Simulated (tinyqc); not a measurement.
Schottky diode by the thermionic emission-diffusion theory: one step of the calculation.

Metal on an n-type semiconductor with one parabolic valley; V > 0 is forward bias (metal positive). The band bends as a parabola over the depletion layer, by Vd = Vbi - V; no image force. Carriers drift and diffuse up to the interface and leave it with the velocity vR.

Task. Current density. J = q Nc [vR vD/(vR + vD)] exp(-phi/Vt) [exp(V/Vt) - 1]. The quasi-Fermi level drops by Vt ln[(vR + vD)/(vD + vR exp(-V/Vt))] over the layer.

Values chosen for this exercise; band and dielectric values close to those of gallium arsenide: temperature T = 300 K; barrier height seen from the metal phi = 1.02 eV; bias V = 0.37 V.

Constants: q = 1.602176634e-19 C, kB = 1.380649e-23 J/K, Vt = kB T/q. Results are converted to the units shown.

Nc = 4.2548858e17 cm^-3
vR = 1.0471186e7 cm/s
vD = 9.3396350e8 cm/s

Give: effective velocity; J; J over the pure emission value; drop of the quasi-Fermi level over the layer.

Result.

effective velocity = 1.0355e7 cm/s
J = 8.4964e-6 A/cm^2
J over the pure emission value = 0.98891
drop of the quasi-Fermi level over the layer = 0.28823 meV

Emission limits the current: vD is more than five times vR.

Computed by the program tinyqc: `OMP_NUM_THREADS=1 python tinyqc.py 2640048 2640049 out.jsonl`, one thread of a shared Intel Xeon 2.30GHz, about 0.01 s for the whole run.
